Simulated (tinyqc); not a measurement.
The phase diagram: regular and subregular solution with a miscibility gap. Computed by tinyqc, a small Python program. Command: `OMP_NUM_THREADS=1 python tinyqc.py 3031261 3031262 out.jsonl regsol walk`. One thread of a shared host (Intel(R) Xeon(R) Processor @ 2.30GHz), about 0.02 s of CPU time with the checks.

Per mole of mixing sites: G(x) = x (1 - x) [L0 + L1 (1 - 2x)] + R T [x ln x + (1 - x) ln(1 - x)], x the fraction of B.

Inputs (values chosen for the exercise, for a model alloy): interaction L0 = 8.89 kJ/mol; size misfit eta = d ln a/dx = 0.011; asymmetry L1 = 0 kJ/mol.

Source of L0: given.

Constants: R = 8.314462618 J/(mol K).

Method:
- L0 and eta are given.
- The spinodal is G'' = 0, R T_s(x) = x (1 - x) [2 L0 + 6 L1 (1 - 2x)]; the critical point is its maximum.
- G' = L0 (1 - 2x) + L1 (1 - 6x + 6x^2) + R T ln[x/(1 - x)]; G'' = -2 L0 - 6 L1 (1 - 2x) + R T/[x (1 - x)].
- Common tangent: F1 = G'(x1) - G'(x2) = 0 and F2 = [G - x G'](x1) - [G - x G'](x2) = 0. Newton step: J = [[G''(x1), -G''(x2)], [-x1 G''(x1), x2 G''(x2)]], J dx = -F; a step that would leave 0 < x < 1 is halved until it stays inside. The start is x1 = s0, x2 = 1 - s0.
- For this table each start is x_s1/6 and 1 - (1 - x_s2)/6. The dilute estimate of x1 is exp(-(L0 + L1)/(R T)).

critical temperature T_c = 534.611 K

critical composition x_c = 0.5

L0 = 8.89 kJ/mol

Binodal and spinodal:
```
T (K)  binodal x1  spinodal x_s1  spinodal x_s2  binodal x2  dilute estimate of x1
214     0.0072157        0.11280        0.88720     0.99278              0.0067625
267      0.021139        0.14624        0.85376     0.97886               0.018232
321      0.046472        0.18395        0.81605     0.95353               0.035761
374      0.085479        0.22594        0.77406     0.91452               0.057333
428       0.14522        0.27672        0.72328     0.85478               0.082234
481       0.23695        0.34167        0.65833     0.76305                0.10829
513       0.32872        0.39947        0.60053     0.67128                0.12440
```

The dilute estimate is 0.94 of x1 at the lowest T and 0.38 at the highest: it drops the pull of the other solutes and the impurity of the second phase. Near the top the binodal is 1.70 times as wide as the spinodal; the mean-field limit at T_c is sqrt(3) = 1.73.

Extremes, crossings and ranges named in words are read from the listed rows.
